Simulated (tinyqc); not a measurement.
Changing the length scale l: sheet resistance and Hall data of a diffused or implanted layer. Computed by tinyqc, a small Python program. Command: `OMP_NUM_THREADS=1 python tinyqc.py 3010528 3010529 out.jsonl layer sweep`. One thread of a shared host (Intel(R) Xeon(R) Processor @ 2.30GHz), about 0.01 s of CPU time with the checks.

Carriers are taken equal to the net active doping down to the junction (full ionisation, which deep dopants in wide-gap hosts do not reach; no spill-over, no depletion), and the Hall factor is 1.

Inputs (values chosen for the exercise, modelled on aluminium in 4H-SiC):
```
quantity                                 value        unit
mu_min                                    15.3  cm^2/(V s)
mu_max                                     124  cm^2/(V s)
N_ref                                  1.9e+19      1/cm^3
exponent alpha                            0.35           -
peak concentration N_0                 1.8e+18      1/cm^3
background doping N_B (opposite type)  1.8e+15      1/cm^3
projected range R_p                        180          nm
```

Profile: buried Gaussian (implant). Activation: complete.

Constants: e = 1.602176634e-19 C.

Method:
- N(x) = N_0 exp(-(x - R_p)^2/(2 l^2)) for x > 0, dose N_0 l sqrt(pi/2) erfc(-R_p/(l sqrt 2)), junction x_j = R_p + l sqrt(2 ln(N_0/N_B)); the layer starts at x_0 = max(0, 2 R_p - x_j).
- Mobility mu = mu_min + (mu_max - mu_min)/(1 + (N_t/N_ref)^alpha), N_t = active doping + N_B; carriers n = active doping - N_B, all dopants active.
- Integrals from x_0 (0 unless stated) to x_j by the midpoint rule on 400 even intervals: 1/R_s = e int n mu dx; sheet density n_s = int n dx; Hall sheet density (int n mu dx)^2/int n mu^2 dx; Hall mobility int n mu^2 dx/int n mu dx.
- Mean conductivity 1/(R_s x_j); mean mobility 1/(e n_s R_s).

One run for each value:
```
length scale l (nm)  sheet resistance R_s (ohm)  junction depth x_j (nm)  mean conductivity 1/(R_s x_j) (S/cm)
6.9                                       21303                    205.6                                 2.283
12.0                                      12249                    224.6                                 3.635
23.0                                       6391                    265.5                                 5.894
41.0                                       3585                    332.4                                 8.391
74.0                                       2003                    455.1                                10.972
130.0                                      1242                    663.2                                12.141
440.0                                       511                   1815.4                                10.775
```

Give the missing row, length scale l (nm) = 240.0.

Computed row:
```
length scale l (nm)  sheet resistance R_s (ohm)  junction depth x_j (nm)  mean conductivity 1/(R_s x_j) (S/cm)
240.0                                       800                   1072.1                                11.661
```

Interpolating between the two neighbouring rows (the first column on a logarithmic scale, the others too where they are positive) misses most in junction depth x_j (nm), by 2.6 %. Over the rows, sheet resistance R_s (ohm) falls from 21300 to 511 (exponent d ln y / d ln x -1.0 between the first rows and -0.74 between the last); junction depth x_j (nm) rises from 206 to 1820 (exponent d ln y / d ln x 0.16 between the first rows and 0.87 between the last); mean conductivity 1/(R_s x_j) (S/cm) goes from 2.28 through a maximum among these rows, 12.1 at 130, to 10.8. At the low end the exponent of sheet resistance R_s is -1.00, close to -1: the profile only stretches.

Extremes, crossings and ranges named in words are read from the listed rows.
